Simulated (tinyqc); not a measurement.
Floating body of a partially depleted SOI transistor: body voltage and kink: two steps of the calculation.

Source at 0 V. Channel current Ic = 2 nf K Vt^2 [F(0) - F(Vd)](1 + la Vd), F(V) = ln^2(1 + exp((Vg - VT - nf V)/(2 nf Vt))), VT = VT0 - gb Vb. Saturation voltage Vs = 2 Vt sqrt(F(0)) + 3 Vt, excess Ve = (Vd - Vs + sqrt((Vd - Vs)^2 + 0.0004 V^2))/2, multiplication M1 = Ai Ve exp(-Bl/Ve). Each junction passes D(v) = J1 (exp(v/Vt) - 1) + J2 (exp(v/(2 Vt)) - 1). Bipolar current Ib = bb J1 (exp(Vb/Vt) - 1). The body settles where M1 (Ic + Ib) = D(Vb) + D(Vb - Vd) + Vb/Rb; drain current Id = (1 + M1)(Ic + Ib) - D(Vb - Vd).

Values chosen for this exercise; values of the order met in partially depleted silicon-on-insulator transistors: temperature T = 398 K; threshold at zero body voltage VT0 = 0.4 V; fall of the threshold per volt of body voltage gb = 0.19; slope factor nf = 1.42; gain factor per width K = 260 uA/(V^2 um); channel-length modulation factor la = 0.04 1/V; impact-ionisation prefactor Ai = 1.99 1/V; impact-ionisation voltage Bl = 6.8 V; diffusion saturation current of each junction J1 = 1.7e-8 uA/um; recombination saturation current of each junction J2 = 1.3e-7 uA/um; gain of the lateral bipolar transistor on the diffusion current bb = 1; resistance of a weak body tie to the source (1e9 stands for no tie, and the term is then dropped) Rb = 1e5 kohm um; gate voltage Vg = 0.76 V; drain voltage Vd = 2 V.

Constants: q = 1.602176634e-19 C, kB = 1.380649e-23 J/K, Vt = kB T/q. Results are converted to the units shown.

Problem 1. New Vb. Current into the body I_in = M1 (Ic + Ib) - D(Vb - Vd), current out I_out = D(Vb) + Vb/Rb; f = ln(I_in/I_out), s = df/dVb by central differences over 1e-5 V, Vb(new) = Vb - f/s.

Vb after iteration 1 = 0.57311840 V

Find: Ic; Ve; M1; I_in; I_out; f; s; Vb after iteration 2.

Solution 1.

Ic = 21.811 uA/um
Ve = 1.5664 V
M1 = 0.040591
I_in = 0.89782 uA/um
I_out = 0.31369 uA/um
f = 1.0516
s = -27.887 1/V
Vb after iteration 2 = 0.61083 V

Problem 2. Drain current with floating and with grounded body. Id and VT at the converged Vb, Id at Vb = 0, their ratio, and the bipolar share Ib/(Ic + Ib).

converged Vb = 0.61096833 V

Find: VT; Id, floating; Id, grounded; ratio; bipolar share.

Solution 2.

VT = 0.28392 V
Id, floating = 24.340 uA/um
Id, grounded = 13.659 uA/um
ratio = 1.7819
bipolar share = 3.9597 %

The body rises to 0.611 V and lowers the threshold by 116 mV.

Range of the model: The multiplication law is an empirical form chosen for the exercise; self-heating and capacitive coupling to the body are left out, and the linear laws are rough once Vb passes about 0.7 V or M1 about 0.1.

Numbers from tinyqc (`OMP_NUM_THREADS=1 python tinyqc.py 2182228 2182229 out.jsonl`; about 0.2 s on one thread of a shared Intel Xeon 2.30GHz).
